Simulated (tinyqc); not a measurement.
Competing polymorphs of an oxide film: bulk, surface, grain-boundary, dopant and field terms. Which input was changed? Computed by tinyqc, a small Python program. Command: `OMP_NUM_THREADS=1 python tinyqc.py 3018816 3018817 out.jsonl polymorph which`. One thread of a shared host (Intel(R) Xeon(R) Processor @ 2.30GHz), about 0.03 s of CPU time with the checks.

Phases: monoclinic m (reference), polar orthorhombic o, tetragonal t. Free energies per formula unit (f.u.); 1 J/m^2 x angstrom^3/nm = 6.241509 meV.

Inputs (values chosen for the exercise, for a model oxide):

| quantity | value | unit |
|---|---|---|
| energy of the polar phase o over m | 56.2 | meV/f.u. |
| energy of the tetragonal phase t over m | 160 | meV/f.u. |
| entropy of o over m | 0.0058 | meV/(f.u. K) |
| entropy of t over m | 0.062 | meV/(f.u. K) |
| surface energy of m | 3.01 | J/m^2 |
| surface energy of o | 2.46 | J/m^2 |
| surface energy of t | 2.35 | J/m^2 |
| volume per formula unit Omega | 34.1 | angstrom^3 |
| grain radius R | 17 | nm |
| temperature T | 900 | K |
| dopant content x | 2.1 | % |
| shift of o per % of dopant | -3.5 | meV/f.u. |
| shift of t per % of dopant | -19 | meV/f.u. |

Geometry: free particles.

Method:
- Bulk term b = H - T S + (shift) x, zero for m. The undoped bulk turns from m to t at T = H_t/S_t.
- Area per volume: A = 3/R for a sphere; G = b + gamma Omega A.
- With G = b + gamma Omega A (b the bulk free energy per formula unit, A the area per volume), two phases i, j cross at A_ij = (b_j - b_i)/(Omega (gamma_i - gamma_j)); o has a window only if A_mo < A_ot.

Problem. One of these inputs alone was changed, within the range given: energy of the polar phase o over m (28.1 to 112.4); entropy of t over m (0.031 to 0.124); grain radius R (8.5 to 34); shift of o per % of dopant (-7 to -1.75). Which one, and to what value?

Results:

| run | G(t) - G(o) (meV/f.u.) | A_ot (1/nm) | A_mo (1/nm) |
|---|---|---|---|
| before | 16.53849 | 0.8828843 | 0.3727164 |
| after | 10.63849 | 0.6308757 | 0.4231181 |

Solution.

Each candidate set to reproduce G(t) - G(o), and what it then gives:

| candidate | range searched | value needed | A_ot (1/nm) | A_mo (1/nm) |
|---|---|---|---|---|
| energy of the polar phase o over m (meV/f.u.) | 28.1 to 112.4 | 62.10 | 0.63088 | 0.42312 |
| entropy of t over m (meV/(f.u. K)) | 0.031 to 0.124 | 0.06856 | 0.63088 | 0.37272 |
| grain radius R (nm) | 8.5 to 34 | out of reach | - | - |
| shift of o per % of dopant (meV/f.u.) | -7 to -1.75 | out of reach | - | - |

Only energy of the polar phase o over m fits every result: it went from 56.2 to 62.1 meV/f.u.. The next best candidate, entropy of t over m, misses one result by 12 %.

Caution: this is an equilibrium ranking; real films often keep the phase that nucleates first on cooling from t.
